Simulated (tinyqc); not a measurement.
Inputs raised by 10 %, one at a time: band-to-band tunnelling and avalanche in a reverse-biased abrupt junction. Computed by tinyqc, a small Python program. Command: `OMP_NUM_THREADS=1 python tinyqc.py 3013899 3013900 out.jsonl zener sens`. One thread of a shared host (Intel(R) Xeon(R) Processor @ 2.30GHz), about 0.03 s of CPU time with the checks.

Direct Kane tunnelling in the local field (for indirect gaps the mass is an effective fit) and one ionisation coefficient for both carriers. N is the doping of the light side, or N_A N_D/(N_A + N_D) for the symmetric junction; the built-in voltage is taken as E_g/e.

Inputs (values chosen for the exercise, modelled on silicon):

| quantity | value | unit |
|---|---|---|
| band gap at 300 K, E_g | 1.15 | eV |
| gap narrowing with temperature, -dE_g/dT | 0.28 | meV/K |
| reduced tunnelling mass m_r | 0.2 | m_0 |
| permittivity eps | 11.7 | - |
| ionisation prefactor a | 1.1e+06 | 1/cm |
| ionisation field at 300 K, b | 1.62e+06 | V/cm |
| relative rise of b with temperature | 5.3 | 1e-4/K |
| effective doping N | 4.9e+18 | 1/cm^3 |
| reverse bias V_R | 0.58 | V |
| current density that defines tunnel breakdown, J_0 | 10 | A/cm^2 |
| temperature T | 350 | K |

Junction: symmetric.

Constants: eps_0 = 8.8541878128e-12 F/m; e = 1.602176634e-19 C; m_0 = 9.1093837015e-31 kg; hbar = 1.054571817e-34 J s.

Method:
- E_g(T) = E_g - (T - 300 K)(-dE_g/dT); b(T) = b [1 + (rise)(T - 300 K)]; w = sqrt(2 eps eps_0 (V_R + E_g/e)/(e N)); F_m = 2 (V_R + E_g/e)/w; the field falls linearly from F_m to 0 on both sides.
- Kane: G(F) = A F^2 exp(-B/F), A = e^2 sqrt(m_r)/(18 pi hbar^2 sqrt(E_g)), B = pi sqrt(m_r) E_g^(3/2)/(2 e hbar), SI units; J = e int G dx x V_R/(V_R + E_g/e), the last factor making J vanish at zero bias; int G dx = (w/F_m) int_0^F_m G dF by 64 Gauss-Legendre points.
- Avalanche: I = (w/F_m) int_0^F_m a exp(-b/F) dF by 64 Gauss-Legendre points, M = 1/(1 - I), breakdown at I = 1.
- V_Z solves J = J_0 and V_A solves I = 1; the lower one is the breakdown voltage; temperature coefficients by a central difference of +/- 10 K.

Runs:

| input moved | from | to | tunnel current density (A/cm^2) | tunnel breakdown V_Z (V) | avalanche breakdown V_A (V) | peak field F_m (MV/cm) |
|---|---|---|---|---|---|---|
| base run | - | - | 0.02689 | 1.741 | 3.427 | 1.613 |
| band gap at 300 K, E_g (eV) | 1.15 | 1.265 | 0.00249 | 2.403 | 3.312 | 1.666 |
| reduced tunnelling mass m_r (m_0) | 0.2 | 0.22 | 0.01066 | 1.950 | 3.427 | 1.613 |
| permittivity eps | 11.7 | 12.87 | 0.00969 | 1.980 | 3.437 | 1.538 |
| effective doping N (1/cm^3) | 4.9e+18 | 5.39e+18 | 0.07140 | 1.522 | 3.425 | 1.691 |
| reverse bias V_R (V) | 0.58 | 0.638 | 0.04178 | 1.741 | 3.427 | 1.640 |
| ionisation field at 300 K, b (V/cm) | 1620000 | 1782000 | 0.02689 | 1.741 | 3.895 | 1.613 |
| ionisation prefactor a (1/cm) | 1100000 | 1210000 | 0.02689 | 1.741 | 3.022 | 1.613 |

Exponents ln(y'/y) / ln(x'/x):

| input | tunnel current density | tunnel breakdown V_Z | avalanche breakdown V_A | peak field F_m |
|---|---|---|---|---|
| band gap at 300 K, E_g | -24.965 | 3.384 | -0.358 | 0.340 |
| reduced tunnelling mass m_r | -9.705 | 1.191 | 0.000 | 0.000 |
| permittivity eps | -10.705 | 1.350 | 0.031 | -0.500 |
| effective doping N | 10.246 | -1.408 | -0.006 | 0.500 |
| reverse bias V_R | 4.625 | 0.000 | 0.000 | 0.174 |
| ionisation field at 300 K, b | 0.000 | 0.000 | 1.341 | 0.000 |
| ionisation prefactor a | 0.000 | 0.000 | -1.322 | 0.000 |

Among the inputs moved here: tunnel current density answers most in size to band gap at 300 K, E_g (exponent -24.965), next to permittivity eps (-10.705); its exponent is below 0.0005 for ionisation field at 300 K, b, ionisation prefactor a. Tunnel breakdown V_Z answers most in size to band gap at 300 K, E_g (exponent +3.384), next to effective doping N (-1.408); its exponent is below 0.0005 for reverse bias V_R, ionisation field at 300 K, b, ionisation prefactor a. Avalanche breakdown V_A answers most in size to ionisation field at 300 K, b (exponent +1.341), and about equally to ionisation prefactor a (-1.322); its exponent is below 0.0005 for reduced tunnelling mass m_r, reverse bias V_R. peak field F_m answers most in size to effective doping N (exponent +0.500), and about equally to permittivity eps (-0.500); its exponent is below 0.0005 for reduced tunnelling mass m_r, ionisation field at 300 K, b, ionisation prefactor a. Its exponent +0.500 in effective doping N: the depletion approximation.

Caution (all rows): V_A is below about 5 E_g/e, where the local law understates it, since it ignores the distance a carrier needs to reach the ionisation energy.

Extremes, crossings and ranges named in words are read from the listed rows.
